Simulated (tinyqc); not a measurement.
One-sided p+-n junction, ionisation integral and breakdown: two steps of the calculation.

A p+ layer at x < 0 and an n drift layer from x = 0. Depletion approximation, built-in voltage neglected. Local ionisation coefficients alpha_n = an exp(-(bn/E)^mx), alpha_p = ap exp(-(bp/E)^mx). Electrons move towards +x, holes towards x = 0.

Parameters, values chosen for the exercise; material values close to those of germanium:
```
symbol,value,unit,meaning
eps_r,16.2,,relative permittivity
an,1.64e7,1/cm,prefactor of the electron ionisation coefficient
bn,1.59e6,V/cm,field constant for electrons
ap,9.43e6,1/cm,prefactor of the hole ionisation coefficient
bp,1.37e6,V/cm,field constant for holes
mx,1,,exponent
N,1.8e15,cm^-3,donor density of the drift layer
V,74.1,V,reverse voltage
fr,0.6,,share of the depleted width that the grid covers
```

Constants: q = 1.602176634e-19 C, eps0 = 8.8541878128e-14 F/cm where lengths are in cm. Results are converted to the units shown.

Question 1. Field and ionisation coefficients on a grid. W = sqrt(2 eps0 eps_r V/(q N)), peak field E0 = q N W/(eps0 eps_r), falling linearly to 0 at W. Grid: 11 equal steps from 0 to fr W.

Wanted: W; x; E; alpha_n; alpha_p.

Answer 1.

W = 8.5855 um

| point | x (um) | E (kV/cm) | alpha_n (1/cm) | alpha_p (1/cm) |
|---|---|---|---|---|
| 0 | 0.0000 | 172.62 | 1638.7 | 3370.3 |
| 1 | 0.4683 | 163.20 | 963.18 | 2132.1 |
| 2 | 0.9366 | 153.79 | 530.47 | 1275.3 |
| 3 | 1.4049 | 144.37 | 270.28 | 713.33 |
| 4 | 1.8732 | 134.96 | 125.35 | 367.93 |
| 5 | 2.3415 | 125.54 | 51.804 | 171.83 |
| 6 | 2.8098 | 116.12 | 18.552 | 70.930 |
| 7 | 3.2781 | 106.71 | 5.5423 | 25.046 |
| 8 | 3.7464 | 97.293 | 1.3105 | 7.2302 |
| 9 | 4.2147 | 87.878 | 0.22752 | 1.5993 |
| 10 | 4.6830 | 78.462 | 0.025946 | 0.24630 |
| 11 | 5.1513 | 69.047 | 0.0016367 | 0.022772 |

Question 2. Ionisation integrals by the trapezoid rule. G(x) = integral from 0 to x of (alpha_n - alpha_p); I_n = integral of alpha_n exp(-G) (electrons injected at x = 0), I_p = integral of alpha_p exp(G(end) - G) (holes injected at the far edge); M = 1/(1 - I). All integrals by the trapezoid rule on the grid.

| point | x (um) | alpha_n (1/cm) | alpha_p (1/cm) |
|---|---|---|---|
| 0 | 0.0000000 | 1638.6870 | 3370.3197 |
| 1 | 0.4682988 | 963.17833 | 2132.1360 |
| 2 | 0.9365977 | 530.46592 | 1275.2901 |
| 3 | 1.4048965 | 270.28332 | 713.32795 |
| 4 | 1.8731954 | 125.34871 | 367.92737 |
| 5 | 2.3414942 | 51.804270 | 171.83272 |
| 6 | 2.8097931 | 18.551577 | 70.929962 |
| 7 | 3.2780919 | 5.5423369 | 25.046102 |
| 8 | 3.7463908 | 1.3105467 | 7.2301839 |
| 9 | 4.2146896 | 0.22751903 | 1.5993074 |
| 10 | 4.6829885 | 0.025946488 | 0.24629885 |
| 11 | 5.1512873 | 0.0016367194 | 0.022772473 |

Find: G; alpha_n exp(-G); I_n; I_p; M_n; M_p.

Answer 2.

| point | G | alpha_n exp(-G) (1/cm) |
|---|---|---|
| 0 | 0.00000 | 1638.7 |
| 1 | -0.06792 | 1030.9 |
| 2 | -0.11273 | 593.8 |
| 3 | -0.14054 | 311.1 |
| 4 | -0.15660 | 146.6 |
| 5 | -0.16509 | 61.1 |
| 6 | -0.16912 | 22.0 |
| 7 | -0.17081 | 6.6 |
| 8 | -0.17140 | 1.6 |
| 9 | -0.17157 | 0.3 |
| 10 | -0.17161 | 0.0 |
| 11 | -0.17162 | 0.0 |

I_n = 0.14017
I_p = 0.27505
M_n = 1.1630
M_p = 1.3794

Computed by the program tinyqc: `OMP_NUM_THREADS=1 python tinyqc.py 2120009 2120010 out.jsonl`, one thread of a shared Intel Xeon 2.30GHz, about 0.04 s for the whole run.
